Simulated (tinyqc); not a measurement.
Worked calculation: Hubbard ring of 6 sites. Computed by tinyqc, a small Python program that keeps every step. Settings: hopping = 1.76, U = 9.0, mixing = 0.2, iteration cap = 58. Command: `OMP_NUM_THREADS=1 python tinyqc.py 21261 21262 out.jsonl` (the two numbers bound the seeds that draw the settings). One thread of a shared host (Intel(R) Xeon(R) Processor @ 2.60GHz), about 0.3 s of CPU time with the checks. Later iterations appear only in the table of the cycle.

## Mean-field iteration 1

one-body matrix (hopping and site energies) (eV):
```
         1        2        3        4        5        6
1   0.0000  -1.7600   0.0000   0.0000   0.0000  -1.7600
2  -1.7600   0.0000  -1.7600   0.0000   0.0000   0.0000
3   0.0000  -1.7600   0.0000  -1.7600   0.0000   0.0000
4   0.0000   0.0000  -1.7600   0.0000  -1.7600   0.0000
5   0.0000   0.0000   0.0000  -1.7600   0.0000  -1.7600
6  -1.7600   0.0000   0.0000   0.0000  -1.7600   0.0000
```

U = 9.0000 eV

electrons, up and down: 3  3

mixing = 0.2000

n(up) at the start (a guess, not normalised): 1 0.9500, 2 0.0500, 3 0.9500, 4 0.0500, 5 0.9500, 6 0.0500

n(down) at the start (a guess): 1 0.0500, 2 0.9500, 3 0.0500, 4 0.9500, 5 0.0500, 6 0.9500

H(up) = T + U n(down), H(down) = T + U n(up); fill the lowest levels; n(new) = n + mixing (n(out) - n); E = tr T (rho up + rho down) + U sum n_up n_down of the output.

levels, up (eV): -0.8659  0.0841  0.0841  8.9159  8.9159  9.8659

levels, down (eV): -0.8659  0.0841  0.0841  8.9159  8.9159  9.8659

energy = -3.9788 eV

n(up) after iteration 1: 1 0.9463, 2 0.0537, 3 0.9463, 4 0.0537, 5 0.9463, 6 0.0537

n(down) after iteration 1: 1 0.0537, 2 0.9463, 3 0.0537, 4 0.9463, 5 0.0537, 6 0.9463

## Mean-field iteration 2

As before.

levels, up (eV): -0.8408  0.1146  0.1146  8.8854  8.8854  9.8408

levels, down (eV): -0.8408  0.1146  0.1146  8.8854  8.8854  9.8408

energy = -3.9804 eV

n(up) after iteration 2: 1 0.9432, 2 0.0568, 3 0.9432, 4 0.0568, 5 0.9432, 6 0.0568

n(down) after iteration 2: 1 0.0568, 2 0.9432, 3 0.0568, 4 0.9432, 5 0.0568, 6 0.9432

## Mean-field iteration 3

As before.

levels, up (eV): -0.8197  0.1404  0.1404  8.8596  8.8596  9.8197

levels, down (eV): -0.8197  0.1404  0.1404  8.8596  8.8596  9.8197

energy = -3.9815 eV

n(up) after iteration 3: 1 0.9405, 2 0.0595, 3 0.9405, 4 0.0595, 5 0.9405, 6 0.0595

n(down) after iteration 3: 1 0.0595, 2 0.9405, 3 0.0595, 4 0.9405, 5 0.0595, 6 0.9405

## Convergence

Each step fills the lowest levels of T + U n(other spin) and sets n(new) = n + mixing (n(out) - n); stop when output and input agree to 1e-8.

Course of the cycle:
```
iteration     E (eV)  largest |n(out) - n(in)|  mean |n_up - n_down|
1          -3.978835                  1.85e-02                0.8630
2          -3.980404                  1.56e-02                0.8613
3          -3.981545                  1.32e-02                0.8599
4          -3.982375                  1.12e-02                0.8586
5          -3.982978                  9.52e-03                0.8575
6          -3.983416                  8.08e-03                0.8566
7          -3.983735                  6.86e-03                0.8558
8          -3.983965                  5.82e-03                0.8551
9          -3.984133                  4.95e-03                0.8546
10         -3.984254                  4.20e-03                0.8541
11         -3.984342                  3.57e-03                0.8536
...              ...                       ...                   ...
48         -3.984575                  9.13e-06                0.8512
49         -3.984575                  7.77e-06                0.8512
50         -3.984575                  6.62e-06                0.8512
51         -3.984575                  5.63e-06                0.8512
52         -3.984575                  4.79e-06                0.8512
53         -3.984575                  4.08e-06                0.8512
54         -3.984575                  3.47e-06                0.8512
55         -3.984575                  2.96e-06                0.8512
56         -3.984575                  2.52e-06                0.8512
57         -3.984575                  2.14e-06                0.8512
58         -3.984575                  1.82e-06                0.8512
```

Not converged within 58 iterations: the residual falls steadily but slowly, by a factor of about 0.85 a step. The lowest mean-field energy found from random starts is -3.98457 eV. Reruns (cap 100 unless said): mixing 0.5: converged in 32 (E = -3.98457); mixing 0.9: converged in 14 (E = -3.98457); the original settings with a cap of 400: converged in 91 (E = -3.98457).

## Exact diagonalisation (400 states)

Lowest levels of the sector, and the double occupancy of the lowest state.

lowest levels (eV): -5.3354  -4.3052  -3.6853  -3.4895  -3.4895  -3.0612

double occupancy per site = 0.0812

## The lowest level by Lanczos steps

From a random start vector (not printed): a_j = <q_j|H|q_j>, b_j = norm of the remainder after orthogonalising; the Ritz value is the lowest eigenvalue of the tridiagonal matrix of a and b so far.

Lanczos:
```
j   a_j (eV)  b_j (eV)  lowest Ritz value (eV)
1    10.3153    8.9888               10.315297
2     8.6731    9.6377                0.467990
3    11.9502    9.8848               -3.328352
4    14.7687    8.8985               -4.697139
5    13.1175    8.0524               -5.141179
6    16.2522    9.6273               -5.253659
7    15.8094    9.9826               -5.291279
8    12.6719    9.1014               -5.311330
9    13.0206    8.6697               -5.323756
10   15.0472    9.6200               -5.329716
```
